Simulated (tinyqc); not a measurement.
Chemically amplified photoresist: aerial image, acid generation, bake, development and line width: one step, computed by the program tinyqc.

Lines and spaces of pitch p with a two-beam-like image; x = 0 is the middle of the bright space. The resist is positive and treated as uniform in depth.

Problem. Photon statistics at the edge. Dose E(x) = E [1 + c cos(2 pi x/p)]; acid h = 1 - exp(-C E(x)). Bake: the acid image is blurred by a Gaussian of variance sigma^2 = 2 D t (each Fourier term k of h, taken on 64 points, is multiplied by exp(-4 pi^2 k^2 D t/p^2)). The edge lies at x = width/2. Absorbed photons per volume N = E(edge) alpha/(photon energy), 1 mJ/cm^2 = 62.41509 eV/nm^2, alpha in 1/nm; a Gaussian blur averages over a volume V = (2 sqrt(pi) sigma)^3; relative noise 1/sqrt(N V); edge noise sigma_x = (dh/d ln E) noise/|dh/dx|, with both derivatives of the blurred acid at the edge.

Inputs (values chosen for the exercise, for a model resist at 13.5 nm): pitch p = 31 nm; image contrast c = 0.61; mean dose E = 15.7 mJ/cm^2; Dill parameter C = 0.017 cm^2/mJ; acid diffusivity D = 0.21 nm^2/s; bake time t = 45 s; photon energy = 91.84 eV; absorption coefficient alpha = 6.1 1/um.

space width = 12.64030 nm

diffusion length sigma = sqrt(2 D t) = 4.347413 nm

Give: absorbed photons N; photons in the blur volume; edge noise from photons.

Solution.

absorbed photons N = 0.07643 1/nm^3

photons in the blur volume = 279.8

edge noise from photons = 0.7918 nm

Caution: lateral development, standing waves and the joint diffusion of acid and quencher are left out, so widths are indicative. Caution: the noise counts photons alone (acid and quencher statistics add to it) and takes the film as thicker than the blur; a thinner film averages in two dimensions only.
